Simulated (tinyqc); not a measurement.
Energy and delay of logic against supply voltage: energy and delay against supply voltage.

One expression serves below and above threshold: I(Vg) = Ik [ln(1 + exp((Vg - VT + dd V)/(al nf Vt)))]^al, with I_on = I(V) and I_off = I(0). Gate delay td = kd C V/I_on, clock period LD td. Per gate and cycle the switching energy is act C V^2 and the leakage energy I_off V LD td. No short-circuit current, no variation. Minima are sought above 0.09 V; below a few Vt gates no longer switch and the model has no meaning.

EDP = energy times td.

Parameters, values chosen for the exercise; values of the order met in logic technologies: temperature T = 330 K; threshold voltage at zero drain bias VT = 0.35 V; slope factor nf = 1.29; barrier lowering per volt of supply dd = 0.07; specific current of a gate Ik = 0.77 uA; exponent of the current law al = 1.42; load capacitance of a gate C = 0.39 fF; delay factor kd = 0.9; logic depth LD = 12; activity factor act = 0.02.

Constants: q = 1.602176634e-19 C, kB = 1.380649e-23 J/K, Vt = kB T/q. Results are converted to the units shown.

Result of one run:
```
I_on (uA)  I_off (nA)  td (ps)  switching (aJ)  leakage (aJ)  energy (aJ)  EDP (fJ ps)
46.406        0.54388   9.0763          11.232      0.071085       11.303      0.10259
```

Which supply voltage V gave this result: 0.5, 0.62, 0.85, 1.08 or 1.2 V?

V = 1.2 V.

The whole series:
```
V (V)  I_on (uA)  I_off (nA)  td (ps)  switching (aJ)  leakage (aJ)  energy (aJ)  EDP (fJ ps)
0.15   0.0043153    0.073580    12201         0.17550        1.6159       1.7914       21.857
0.27     0.11971    0.092497   791.65         0.56862       0.23725      0.80587      0.63796
0.38      1.2131     0.11408   109.95          1.1263      0.057196       1.1835      0.13013
0.5       4.7093     0.14340   37.266          1.9500      0.032063       1.9821     0.073864
0.62      9.8491     0.18024   22.096          2.9983      0.029630       3.0280     0.066904
0.73      15.481     0.22227   16.551          4.1566      0.032226       4.1888     0.069330
0.85      22.416     0.27935   13.310          5.6355      0.037924       5.6734     0.075511
0.97      30.059     0.35107   11.327          7.3390      0.046287       7.3853     0.083652
1.08      37.616     0.43285   10.078          9.0979      0.056533       9.1545     0.092255
1.2       46.406     0.54388   9.0763          11.232      0.071085       11.303      0.10259
```

td falls from 12200 to 9.08 ps; the energy goes from 1.79 through a minimum of 0.806 (at V = 0.27 V among the rows listed) to 11.3 aJ and the EDP goes from 21.9 through a minimum of 0.0669 (at V = 0.62 V among the rows listed) to 0.103 fJ ps. The exact minima lie at V = 0.266 V for the energy and 0.623 V for the EDP. Going from 1.2 V to the energy minimum saves a factor of 14.0 in energy and costs a factor of 95.3 in delay. Below the minimum the leakage energy rises faster than the switching energy falls, because the clock period grows so steeply.

Numbers from tinyqc (`OMP_NUM_THREADS=1 python tinyqc.py 2082047 2082048 out.jsonl`; about 0.01 s on one thread of a shared Intel Xeon 2.30GHz).
